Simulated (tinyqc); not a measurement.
Exact and approximate size effects: heat flow across a film from the phonon Boltzmann equation in the relaxation-time approximation. Computed by tinyqc, a small Python program. Command: `OMP_NUM_THREADS=1 python tinyqc.py 3002659 3002660 out.jsonl slabbte walk`. One thread of a shared host (Intel(R) Xeon(R) Processor @ 2.30GHz), about 0.01 s of CPU time with the checks.

Two black walls, hot at x = 0 and cold at x = L, emit phonons isotropically. For one free path Lambda, with tau = x/Lambda, tau_L = L/Lambda and phi = (T - T_cold)/Delta T, energy balance gives phi(tau) = (1/2) [E2(tau) + int_0^tau_L phi(s) E1(|tau - s|) ds]; E_n are the exponential integrals. The flux over the ballistic flux C v Delta T/4 is psi = 1 - 2 int_0^tau_L phi(s) E2(s) ds, and kappa_eff/kappa = (3/4) tau_L psi. kappa = C v Lambda/3 is an input, so at fixed kappa a longer free path means a smaller C v.

Inputs (values chosen for the exercise, modelled on gallium nitride): free path Lambda_1 = 88 nm.

Free-path groups: one.

Method:
- Cut the film into n equal cells with constant phi, collocated at the centres c_i: the kernel integrates to A_ij = |E2(|c_i - e_j|) - E2(|c_i - e_(j+1)|)|/2 for cell edges e_j, and A_ii = 1 - E2(half a cell); solve (1 - A) phi = E2(c)/2; psi = 1 - 2 sum_j phi_j [E3(e_j) - E3(e_(j+1))].
- Each group is solved on its own with 150 and 300 cells, psi = (4 psi(300) - psi(150))/3, and weighted by its share of kappa.
- Two-flux: kappa_eff/kappa = sum f_i/(1 + 4 Lambda_i/(3 L)). Matthiessen with the thickness: sum f_i/(1 + Lambda_i/L). Ballistic limit: sum f_i 3 L/(4 Lambda_i).

Kappa_eff/kappa:

| L (nm) | Boltzmann | two-flux | Matthiessen | ballistic limit |
|---|---|---|---|---|
| 2.6 | 0.021547 | 0.021679 | 0.028698 | 0.022159 |
| 8.8 | 0.068678 | 0.069767 | 0.090909 | 0.075 |
| 22 | 0.15380 | 0.15789 | 0.2 | 0.1875 |
| 53 | 0.30107 | 0.31115 | 0.37589 | 0.45170 |
| 130 | 0.51070 | 0.52561 | 0.59633 | 1.1080 |
| 350 | 0.73681 | 0.74893 | 0.79909 | 2.9830 |
| 880 | 0.87562 | 0.88235 | 0.90909 | 7.5 |
| 2200 | 0.94647 | 0.94937 | 0.96154 | 18.75 |

The two-flux formula lies above the Boltzmann result by at most about 3.4 % (at L = 53 nm); the Matthiessen form is high by up to 33 %, since it misses the factor 3/4 of the ballistic limit. The thinnest film reaches 97 % of that limit, and the thickest, 25 Lambda_1, only 95 % of the bulk value. Rows below about 10 nm are near the phonon wavelength, where a particle picture fails.
